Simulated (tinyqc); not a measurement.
Inside a calculation. Model: Bloch-Grueneisen resistivity of a metal. Computed by tinyqc, a small Python program that keeps every step. Command: `OMP_NUM_THREADS=1 python tinyqc.py 3021179 3021180 out.jsonl bg walk`. One thread of a shared host (Intel(R) Xeon(R) Processor @ 2.30GHz), about 0.01 s of CPU time with the checks. Intermediate numbers are printed to about 5 digits and carried at full precision; extremes and crossings named in words are read from the listed rows.

Electrons scatter from a Debye spectrum of phonons (n = 5 for scattering within one band, n = 3 for scattering into a second, heavy band) and from static defects.

Inputs (values chosen for the exercise, modelled on cobalt): exponent n = 3; Debye temperature Theta = 384 K; transport coupling lambda_tr = 0.22; Drude plasma energy hbar w_p = 6.3 eV; residual resistivity rho_0 = 11 microohm cm; temperature T = 295 K; coefficient A of T^2 = 5.9 picoohm cm/K^2.

Addition: T^2 term.

Constants: k_B = 1.380649e-23 J/K; hbar = 1.054571817e-34 J s; eps_0 = 8.8541878128e-12 F/m; hbar = 6.582119569e-16 eV s; k_B = 8.617333262e-05 eV/K.

## Scale of the phonon resistivity

rho_ph = (n - 1) rho_1 (T/Theta)^n J_n(Theta/T), with rho_1 = 2 pi lambda_tr k_B Theta/(hbar eps_0 w_p^2), the high-temperature line at T = Theta.

rho_1 = 8.5673 microohm cm

## The integral and the phonon part

J_n(y) = int_0^y x^n e^x/(e^x - 1)^2 dx, by 96 Gauss-Legendre points (upper limit at most 60).

Theta/T = 1.3017

J_n = 0.79061

phonon resistivity rho_ph = 6.1419 microohm cm

This is 93.3 % of the straight line rho_1 T/Theta.

## Total resistivity and derived numbers

rho = rho_0 + A T^2 + rho_ph. Temperature coefficient (1/rho) d rho/dT by a central difference of +/- 0.5 K; residual ratio rho(295 K)/rho(4.2 K); scattering time tau = 1/(eps_0 w_p^2 rho); Wiedemann-Franz kappa = L_0 T/rho, L_0 = (pi^2/3)(k_B/e)^2.

resistivity rho = 17.655 microohm cm

temperature coefficient = 1.5361 1e-3/K

residual resistance ratio = 1.6050

scattering time = 6.9827 fs

Wiedemann-Franz conductivity = 40.820 W/(m K)

The coefficient is 0.453 times 1/T; the temperature-independent part dilutes it.

## Limits of the phonon part

Low T: (n - 1) n! zeta(n) rho_1 (T/Theta)^n. High T: rho_1 (T/Theta) [1 - (n - 1)/(12 (n + 1)) (Theta/T)^2].

Resistivities (microohm cm):
```
T (K)      rho_ph   low-T law  straight line  line with correction  total rho
12     3.7714e-03  3.7714e-03          0.268                     -     11.005
19     1.4970e-02  1.4970e-02          0.424                     -     11.017
31     6.4927e-02  6.5019e-02          0.692                     -     11.071
46     2.0653e-01  2.1244e-01          1.026                     -     11.219
77     7.7409e-01  9.9639e-01          1.718                     -     11.809
130    2.0887e+00  4.7950e+00          2.900                 1.846     13.188
190    3.6051e+00  1.4970e+01          4.239                 3.518     14.818
310    6.4957e+00  6.5019e+01          6.916                 6.474     18.063
460    9.9717e+00  2.1244e+02         10.263                 9.965     22.220
770    1.7003e+01  9.9639e+02         17.179                17.001     31.501
```

The low-T law holds to 10 % up to 46 K, the straight line from 310 K on. The local exponent of rho_ph falls from 3.00 to 1.04. Phonons overtake the residual resistivity between 460 and 770 K.

Checks made by the program: J_n at large argument against n! zeta(n) (relative difference below 1e-10).
